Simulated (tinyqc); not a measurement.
Worked calculation: standing waves and exposure in a photoresist film. Values are carried at full precision from step to step, so a last printed digit may differ when a step is redone from the rounded ones.

Normal incidence from air. Unexposed resist: N1 = n1 + i k1 with k1 = (A + B) lam/(4 pi), lam in micrometres. r01 = (1 - N1)/(1 + N1), t01 = 2/(1 + N1). Substrate Ns = ns + i ks: r12 = (N1 - Ns)/(N1 + Ns). With p = exp(2 pi i N1 d/lam), the field at depth z is E(z) = t01 [exp(2 pi i N1 z/lam) + r12 p^2 exp(-2 pi i N1 z/lam)]/(1 + r01 r12 p^2), the relative intensity I(z) = n1 |E(z)|^2 and the reflectance R = |(r01 + r12 p^2)/(1 + r01 r12 p^2)|^2.

Inputs chosen for the exercise (a resist on W, indices near tabulated ones; the results hold for these values, not for the real material):
- lam = 248 nm (vacuum wavelength)
- n1 = 1.726 (resist index)
- A = 0.08 1/micrometre (bleachable absorption (Dill A))
- B = 0.76 1/micrometre (fixed absorption (Dill B))
- d = 296 nm (resist thickness)
- ns = 3.462 (substrate n)
- ks = 2.859 (substrate k)
- C = 0.018 cm^2/mJ (exposure rate (Dill C))
- D = 60 mJ/cm^2 (incident dose)
- Ld = 15 nm (diffusion length of the post-exposure bake)

## Interface coefficients

Form N1, r01, t01 and r12.

N1 = 1.72600+0.01658i
r01 = -0.2664-0.0045i
t01 = 0.7336-0.0045i
r12 = -0.4883-0.2772i
|r12|^2 = 0.3153

Next to the bottom the intensity swings by a factor ((1 + |r12|)/(1 - |r12|))^2 = 12.7 between antinode and node.

## Round trip and reflectance

Form p^2, the denominator and R; the period of the standing wave is lam/(2 n1).

p^2 = 0.5681+0.5343i
1 + r01 r12 p^2 = 1.0326+0.1120i
R = 0.3108
period = 71.84 nm

The film holds 4.12 periods.

## Intensity and exposure over the lowest period

Nine depths from d - period to d. Without bleaching during the exposure the share of unexposed compound is m = exp(-C D I).

Profile:
```
z (nm)      I      m
224.2   0.257  0.758
233.1   0.182  0.822
242.1   0.533  0.563
251.1   1.102  0.304
260.1   1.554  0.187
269.1   1.621  0.174
278.0   1.263  0.256
287.0   0.686  0.476
296.0   0.227  0.782
```

I runs from 0.182 to 1.621 on these points, so m runs from 0.174 to 0.822; the least exposed point listed lies 62.9 nm above the bottom.

## Smoothing by the bake

Gaussian diffusion of length Ld multiplies a cosine of period L by exp(-2 pi^2 Ld^2/L^2). Give that factor, and the Ld that leaves 10 %.

factor = 0.423
Ld for 10 % = 24.54 nm

## Checks

- R against the transfer-matrix product: both 0.31083.
- Absorption (A + B) d times the mean of I against 1 - R - T: both 0.233.

Run: tinyqc, `OMP_NUM_THREADS=1 python tinyqc.py 1680192 1680193 out.jsonl`; Intel(R) Xeon(R) Processor @ 2.30GHz, one thread, shared host; about 0.01 s of CPU time with all checks.
